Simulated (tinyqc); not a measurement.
What moves the results: shallow donor in an anisotropic valley (effective-mass theory). A value that a table varies takes the place of the one given here.

One valley: H = -c [(d2/dx2 + d2/dy2)/mt + (d2/dz2)/ml] - q/(eps r), c = hbar^2/2m0, q = e^2/(4 pi eps0). Trial function exp(-sqrt((x^2 + y^2)/a^2 + z^2/b^2)) with a > b: T = (c/3)(2/(mt a^2) + 1/(ml b^2)), V = -(q/eps) atan(u/b)/u, u = sqrt(a^2 - b^2). The central cell of the impurity is left out.

Constants: hbar^2/2m0 = 3.80998211 eV angstrom^2; e^2/(4 pi eps0) = 14.39964547 eV angstrom; Ry = 13.60569312 eV; a0 (Bohr radius) = 0.5291772105 angstrom.

Parameters, chosen for this exercise (near those of AlAs; the results hold for these values, not for the real material): mt = 0.186 m0 (transverse mass); eps = 10.3 (dielectric constant); xs = (1.4, 1.7, 3.9, 4.9, 14, 21, 59, 180) (ratios ml/mt); ml = 1.062 m0 (longitudinal mass).

## Mass anisotropy

mt and eps fixed, ml varied. Energies in units of Ry*(mt) = Ry mt/eps^2 and lengths in a*(mt) = a0 eps/mt; the last two columns use one mass, 3/(1/ml + 2/mt) or (ml mt^2)^(1/3).

Results:
```
ml/mt   a/a*    b/a  binding  conductivity mass  density-of-states mass
1.40   0.932  0.887    1.115              1.105                   1.119
1.70   0.897  0.828    1.183              1.159                   1.193
3.90   0.774  0.618    1.487              1.330                   1.574
4.90   0.746  0.571    1.572              1.361                   1.698
14.0   0.646  0.397    1.962              1.448                   2.410
21.0   0.616  0.345    2.107              1.465                   2.759
59.0   0.558  0.242    2.449              1.487                   3.893
180    0.515  0.166    2.762              1.496                   5.646
```

The binding grows from 1.11 to 2.76 Ry*(mt); for ml going to infinity the exact problem becomes two-dimensional, with 4 Ry*. The conductivity mass saturates at 1.5 and underbinds, by 13 % at ml/mt = 4.9; the density-of-states mass errs by +8 % there and by +104 % in the last row. With these mt and eps one unit is 23.85 meV.

## What each parameter does

The minimum of the trial energy. Each row changes one parameter from the base and keeps the others.

Results:
```
case           E (meV)  a (angstrom)  b (angstrom)    b/a
base            -38.87         21.36         11.56  0.541
ml = 0.85 m0    -36.88         22.11         12.93  0.585
mt = 0.205 m0   -41.88         19.67         11.01  0.560
eps = 9.3       -47.68         19.29         10.44  0.541
```

The largest shifts from the base row, up to three for each result and ties (the steps differ in size, so this ranks the rows, not the parameters). E (meV): eps -8.81, mt -3.01, ml +1.99. a (angstrom): eps -2.07, mt -1.69, ml +0.74. b (angstrom): ml +1.37, eps -1.12, mt -0.55. b/a: ml +0.044, mt +0.019; unchanged at the printed digits by eps. eps only rescales the solution (E as 1/eps^2, lengths as eps), so b/a depends on ml/mt alone.

Computed by tinyqc, a small Python program: `OMP_NUM_THREADS=1 python tinyqc.py 1280684 1280685 out.jsonl` (the numbers bound the seed that draws the inputs); one thread of a shared host (Intel(R) Xeon(R) Processor @ 2.30GHz), about 0.01 s for the whole set of steps.
